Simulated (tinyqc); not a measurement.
Inside a calculation. Method: ROHF in the 3-21g basis, for H2-, spin multiplicity 2. The basis has no diffuse functions, so it cannot describe the extra electron: this is an exercise in the method, not the real anion. One step of it, computed by the program tinyqc.

Problem. Iteration 6 (converged): orbitals. Diagonalise F' = X^T F X, C = X C', fill 2 alpha and 1 beta electrons from the bottom; D(s) = C_occ C_occ^T. Each column has its largest component positive (the first on a tie).

converged F (hartree), order 1H 1s, 1H 2s, 2H 1s, 2H 2s:
```
[[0.648058, -0.149686, -0.156773, -0.171906],
 [-0.149686, 0.055623, -0.171906, -0.098647],
 [-0.156773, -0.171906, 0.648058, -0.149686],
 [-0.171906, -0.098647, -0.149686, 0.055623]]
```

X, order 1H 1s, 1H 2s, 2H 1s, 2H 2s:
```
[[1.240424, -0.483875, 0.027427, 0.025171],
 [-0.483875, 1.450132, 0.025171, -0.438344],
 [0.027427, 0.025171, 1.240424, -0.483875],
 [0.025171, -0.438344, -0.483875, 1.450132]]
```

Give: F' = X^T F X; orbital energies; coefficients C; D(alpha) after iteration 6; D(beta) after iteration 6.

Solution.

F' = X^T F X (hartree):
```
[[1.1757, -0.6673, -0.0210, -0.0787],
 [-0.6673, 0.5369, -0.0787, -0.1791],
 [-0.0210, -0.0787, 1.1757, -0.6673],
 [-0.0787, -0.1791, -0.6673, 0.5369]]
```

orbital energies (hartree): [-0.0894, 0.3206, 1.5922, 1.6020]

coefficients C, order 1H 1s, 1H 2s, 2H 1s, 2H 2s:
```
[[0.1828, 0.1795, -0.9127, 0.9357],
 [0.4468, 0.9077, 1.0434, -0.6461],
 [0.1828, -0.1795, 0.9127, 0.9357],
 [0.4468, -0.9077, -1.0434, -0.6461]]
```

D(alpha) after iteration 6, order 1H 1s, 1H 2s, 2H 1s, 2H 2s:
```
[[0.0657, 0.2446, 0.0012, -0.0813],
 [0.2446, 1.0236, -0.0813, -0.6243],
 [0.0012, -0.0813, 0.0657, 0.2446],
 [-0.0813, -0.6243, 0.2446, 1.0236]]
```

D(beta) after iteration 6, order 1H 1s, 1H 2s, 2H 1s, 2H 2s:
```
[[0.0334, 0.0817, 0.0334, 0.0817],
 [0.0817, 0.1996, 0.0817, 0.1996],
 [0.0334, 0.0817, 0.0334, 0.0817],
 [0.0817, 0.1996, 0.0817, 0.1996]]
```
